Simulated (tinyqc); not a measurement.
Ionisation potential and affinity of a slab from the planar-averaged potential: sweeps and comparisons. A value that a table varies takes the place of the one given here.

A model of the planar-averaged electrostatic energy of an electron in a periodic cell of N1 periods of A (L1 = N1 n1 h) and N2 periods of vacuum (L2 = N2 n2 h), on z_j = j h: V(z) = f VA + (1 - f) VB + F t(z), VA = V1[0] + V1[1] cos(2 pi z/(n1 h)) + V1[2] cos(4 pi z/(n1 h)), VB the same with V2, n2 and z - L1. f = [tanh(z/w) - tanh((z - L1)/w) + tanh((z - L1 - L2)/w)]/2 + 1/2; t(z) = z - L1/2 in A and (L1/L2)(L1 + L2/2 - z) beyond, so that the cell is periodic.

Running mean over n points, periodic: for odd n the plain mean of the n points centred on j; for even n the n + 1 points with half weight at both ends. The macroscopic average applies the mean over n1 points and then over n2 points.

Inputs chosen for the exercise (gap near that of GaAs; the results hold for these values, not for the real material): h = 0.3 angstrom (grid step); n1 = 6 (grid points per period of A); n2 = 7 (grid points per period of the vacuum filter); V1 = (-11.54, 2.57, 0.63) eV (mean and two harmonics of the potential in A); V2 = (0, 0, 0) eV (the same in vacuum); w = 0.39 angstrom (width of the interfaces); N1 = 4 (periods of A); N2 = 4 (periods of vacuum); F = 0 eV/angstrom (slope in A from opposite charges on the two interfaces).

## How thick the regions must be

N1 = N2 = N, no slope (F = 0); dV is read at j = floor(N n1/2) and N n1 + floor(N n2/2). The exact value is V2[0] - V1[0].

Results:

| N | L1 (angstrom) | dV (eV) | error (meV) |
|---|---|---|---|
| 1 | 1.80 | 5.2977 | -6242.25 |
| 2 | 3.60 | 11.1103 | -429.73 |
| 3 | 5.40 | 11.5334 | -6.63 |
| 4 | 7.20 | 11.5400 | -0.05 |
| 5 | 9.00 | 11.5400 | 0.00 |
| 6 | 10.80 | 11.5400 | 0.00 |

What does this show, and why?

The error is below 10 meV from N = 3 on. The two windows together span 3.90 angstrom and must fit between the interface tails, which fall as exp(-2 z/w); the errors at N = 2, 3 and 4 are -429.73, -6.63 and -0.05 meV.

## The choice of windows

dV read at j = 12 and 38 after means over the numbers of points listed; ripple is the spread over the five points around each.

Results:

| windows | dV (eV) | ripple in A (meV) | ripple in vacuum (meV) |
|---|---|---|---|
| none | 8.340 | 4800 | 0 |
| 6 only | 11.540 | 0 | 0 |
| 7 only | 11.817 | 416 | 0 |
| 7, 8 | 11.465 | 110 | 0 |
| 6, 7 | 11.540 | 1 | 0 |

Which rows can be used, and how does a wrong window show?

The last row matches both periods and lies 0 meV from the value of a thick cell, V2[0] - V1[0] = 11.540 eV. Against it the raw potential errs by -3.20 eV. Within 20 meV of it lie: 6 only. A window one point too long leaves a ripple of 416 meV in A, against 1 meV in the last row: the ripple is the sign to look for. Rows to use, with under 30 meV of ripple in both regions once the tilt is taken off: 6 only and 6, 7. A row with a large ripple can hit the right value only by chance.

Program tinyqc; command `OMP_NUM_THREADS=1 python tinyqc.py 1880513 1880514 out.jsonl`; about 0.01 s on one thread of a shared Intel(R) Xeon(R) Processor @ 2.30GHz.
